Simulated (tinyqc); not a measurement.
Hubbard chain of 6 sites, step by step. Computed by tinyqc, a small Python program that keeps every step. Settings: hopping = 0.62, U = 9.4, mixing = 1, iteration cap = 77. Command: `OMP_NUM_THREADS=1 python tinyqc.py 22252 22253 out.jsonl` (the two numbers bound the seeds that draw the settings). One thread of a shared host (Intel(R) Xeon(R) Processor @ 2.60GHz), about 0.3 s of CPU time with the checks. Later iterations appear only in the table of the cycle.

## Mean-field iteration 1

one-body matrix (hopping and site energies) (eV), lower triangle:
```
           1          2          3          4          5         6
1  -0.190000
2  -0.620000   0.140000
3   0.000000  -0.620000   0.470000
4   0.000000   0.000000  -0.620000   0.160000
5   0.000000   0.000000   0.000000  -0.620000   0.310000
6   0.000000   0.000000   0.000000   0.000000  -0.620000  0.110000
```

U = 9.400000 eV

electrons, up and down: 4  3

mixing = 1

n(up) at the start (a guess, not normalised): 1 0.967000, 2 0.367000, 3 0.967000, 4 0.367000, 5 0.967000, 6 0.367000

n(down) at the start (a guess): 1 0.200000, 2 0.800000, 3 0.200000, 4 0.800000, 5 0.200000, 6 0.800000

H(up) = T + U n(down), H(down) = T + U n(up); fill the lowest levels; n(new) = n + mixing (n(out) - n); E = tr T (rho up + rho down) + U sum n_up n_down of the output.

levels, up (eV): 1.619548  2.029653  2.242169  7.660396  7.758671  7.889563

levels, down (eV): 3.388928  3.475129  3.571047  8.964314  9.507301  9.712081

energy = 10.137218 eV

n(up) after iteration 1: 1 0.990593, 2 0.086339, 3 0.976350, 4 0.250761, 5 0.978182, 6 0.717776

n(down) after iteration 1: 1 0.012691, 2 0.977520, 3 0.019694, 4 0.979678, 5 0.020987, 6 0.989431

## Mean-field iteration 2

As before.

levels, up (eV): -0.113833  0.410322  0.582010  9.377599  9.435814  9.508090

levels, down (eV): 0.860090  2.410979  6.723177  9.164612  9.662480  9.778662

energy = 10.236439 eV

n(up) after iteration 2: 1 0.998056, 2 0.541241, 3 0.990355, 4 0.361450, 5 0.990920, 6 0.117978

n(down) after iteration 2: 1 0.005577, 2 0.989589, 3 0.011982, 4 0.985945, 5 0.052242, 6 0.954666

## Convergence

Each step fills the lowest levels of T + U n(other spin) and sets n(new) = n + mixing (n(out) - n); stop when output and input agree to 1e-8.

Course of the cycle:
```
iteration       E (eV)  largest |n(out) - n(in)|  mean |n_up - n_down|
1          10.13721773                  3.51e-01              0.797251
2          10.23643865                  6.00e-01              0.803177
3          10.20334673                  8.69e-01              0.806299
4          13.18085389                  9.81e-01              0.695472
5          13.24763811                  9.94e-01              0.679845
6          13.82597607                  9.95e-01              0.676522
7          14.48962954                  9.95e-01              0.633869
8          13.93338416                  9.95e-01              0.672745
9          14.49400791                  9.95e-01              0.633598
10         13.95577543                  9.95e-01              0.671953
11         14.49459786                  9.95e-01              0.633553
...                ...                       ...                   ...
67         14.49476293                  9.95e-01              0.633540
68         13.96198633                  9.95e-01              0.671733
69         14.49476293                  9.95e-01              0.633540
70         13.96198633                  9.95e-01              0.671733
71         14.49476293                  9.95e-01              0.633540
72         13.96198633                  9.95e-01              0.671733
73         14.49476293                  9.95e-01              0.633540
74         13.96198633                  9.95e-01              0.671733
75         14.49476293                  9.95e-01              0.633540
76         13.96198633                  9.95e-01              0.671733
77         14.49476293                  9.95e-01              0.633540
```

Not converged within 77 iterations: the residual has stopped falling: the iteration swings between two states. The lowest mean-field energy found from random starts is 9.40003 eV. Reruns (cap 100 unless said): mixing 0.2: not converged; mixing 0.5: converged in 62 to a higher stationary point (E = 9.63952); mixing 0.9: not converged; the original settings with a cap of 400: not converged.

## Exact diagonalisation (300 states)

Lowest levels of the sector, and the double occupancy of the lowest state.

lowest levels (eV): 9.036202  9.145233  9.205609  9.234373  9.288282  9.339847

double occupancy per site = 0.174432

## The lowest level by Lanczos steps

From a random start vector (not printed): a_j = <q_j|H|q_j>, b_j = norm of the remainder after orthogonalising; the Ritz value is the lowest eigenvalue of the tridiagonal matrix of a and b so far.

Lanczos:
```
j    a_j (eV)  b_j (eV)  lowest Ritz value (eV)
1   19.426455  6.420087             19.42645501
2   19.401413  7.250553             12.99383521
3   19.672218  2.977204              9.79729047
4   21.266752  6.658411              9.58149825
5   20.348299  6.534895              9.46335435
6   18.470396  3.249345              9.27284861
7   22.681967  6.813660              9.22784802
8   19.318473  6.215223              9.19698248
9   18.424187  3.416759              9.13402358
10  24.047853  6.591499              9.11468668
```
